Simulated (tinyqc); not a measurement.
# Worked calculation: a spin-degenerate level with charging energy between two leads, rate equations

Numbers from tinyqc (`OMP_NUM_THREADS=1 python tinyqc.py 2780117 2780118 out.jsonl`; about 0.01 s on one thread of a shared Intel Xeon 2.30GHz). Printed values are rounded.

States 0, up, down and 2 with energies 0, e1 - Ez/2, e1 + Ez/2 and 2 e1 + U. mu_L = +V/2, mu_R = -V/2 (meV), f(x) = 1/(1 + exp(x/kB T)). A transition that adds one electron of given spin at the energy E has the rate G f(E - mu) from each lead, and its reverse G [1 - f(E - mu)]. I counts electrons leaving the left lead, times q.

Values chosen for this exercise:
```
symbol,value,unit,meaning
U,6.5,meV,charging energy of the second electron
e1,-6,meV,level
GL,0.051,1/ns,tunnel rate to the left lead
GR,0.18,1/ns,tunnel rate to the right lead
T,4.4,K,temperature
V,3.9,mV,bias
Ez,0,meV,Zeeman splitting
dt,2,ns,time step
```

Constants: q = 1.602176634e-19 C, kB = 1.380649e-23 J/K, Vt = kB T/q. Results are converted to the units shown.

Range of the model: Rate equations need hbar G well below kB T; cotunnelling and the Kondo effect are left out.

## Transition energies and Fermi factors

Transition energies: 0-up e1 - Ez/2, 0-down e1 + Ez/2, up-2 e1 + U + Ez/2, down-2 e1 + U - Ez/2.

| transition | E (meV) | fL | fR |
|---|---|---|---|
| 0-up | -6.00000 | 1.00000 | 0.999977 |
| 0-down | -6.00000 | 1.00000 | 0.999977 |
| up-2 | 0.50000 | 0.97863 | 0.001560 |
| down-2 | 0.50000 | 0.97863 | 0.001560 |

## Rate matrix

dp/dt = W p; W_ji is the rate from state i to j, and each column sums to zero.

W (1/ns):

|  | 0 | up | down | 2 |
|---|---|---|---|---|
| 0 | -0.461992 | 0.000004 | 0.000004 | 0.000000 |
| up | 0.230996 | -0.050195 | 0.000000 | 0.180809 |
| down | 0.230996 | 0.000000 | -0.050195 | 0.180809 |
| 2 | 0.000000 | 0.050191 | 0.050191 | -0.361618 |

## Steady state and current

Steady state: W p = 0 with sum p = 1. I = q GL sum over transitions i-j of [fL p_i - (1 - fL) p_j].

p: 0 0.000008, up 0.439057, down 0.439057, 2 0.121878
mean number of electrons = 1.12187
I = 6.97940 pA

In units of q GL GR/(GL + GR) = 6.37 pA the current is 1.10; two independent spin channels fully inside the bias window would give 2.

## Step 1: time step

p at the start: 0 1, up 0, down 0, 2 0

Explicit Euler step: p(new) = p + dt W p.

p after step 1: 0 0.076017, up 0.461992, down 0.461992, 2 0.000000

## Step 2: time step

As before.

p after step 2: 0 0.005786, up 0.450731, down 0.450731, 2 0.092751

## Relaxation from the empty dot

Stop when no probability changes by more than 1e-8 in a step, or after 400 steps.

Course of the iteration:

| step | p(0) | p(up) | p(down) | p(2) | largest change |
|---|---|---|---|---|---|
| 1 | 0.0760165 | 0.461992 | 0.461992 | 0.000000 | 0.924 |
| 2 | 0.0057862 | 0.450731 | 0.450731 | 0.092751 | 0.0928 |
| 3 | 0.0004473 | 0.441696 | 0.441696 | 0.116161 | 0.0234 |
| 4 | 0.0000413 | 0.439567 | 0.439567 | 0.120826 | 4.66e-3 |
| 5 | 0.0000104 | 0.439150 | 0.439150 | 0.121689 | 8.64e-4 |
| 6 | 0.0000081 | 0.439074 | 0.439074 | 0.121845 | 1.55e-4 |
| 7 | 0.0000079 | 0.439060 | 0.439060 | 0.121872 | 2.76e-5 |
| 8 | 0.0000079 | 0.439057 | 0.439057 | 0.121877 | 4.89e-6 |
| 9 | 0.0000079 | 0.439057 | 0.439057 | 0.121878 | 8.65e-7 |
| 10 | 0.0000079 | 0.439057 | 0.439057 | 0.121878 | 1.53e-7 |
| 11 | 0.0000079 | 0.439057 | 0.439057 | 0.121878 | 2.69e-8 |
| 12 | 0.0000079 | 0.439057 | 0.439057 | 0.121878 | 4.75e-9 |

The steps settle after 12 steps (24.0 ns) on the steady state above. The decay rates of W are 0.0502, 0.412 and 0.462 1/ns; stability needs dt below 2 over the largest, 4.33 ns.
